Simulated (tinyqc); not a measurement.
# Potential step from the flux

Problem. On one interval J = (q mu Vt/hx) [nb B(d) - na B(-d)], B(d) = d/(exp(d) - 1), d = (psi_b - psi_a)/Vt. Find psi_b - psi_a, and the step at which J would vanish.

Parameters, values chosen for the exercise:
```
symbol,value,unit,meaning
T,250,K,temperature
mu,248,cm^2/(V s),electron mobility
na,4.5e15,cm^-3,density at the left node
nb,6.4e15,cm^-3,density at the right node
hx,180,nm,node spacing
```

Constants: q = 1.602176634e-19 C, kB = 1.380649e-23 J/K, Vt = kB T/q. Results are converted to the units shown.

J = 1486.7940 A/cm^2

Solution. B(d) falls and B(-d) rises with d, so J falls steadily with the step and one value matches. J = 0 needs nb/na = exp(d), the Boltzmann ratio.

psi_b - psi_a = -0.1050 V
step for J = 0 = 7.588e-3 V

Numbers from tinyqc (`OMP_NUM_THREADS=1 python tinyqc.py 2220010 2220011 out.jsonl`; about 0.01 s on one thread of a shared Intel Xeon 2.30GHz).
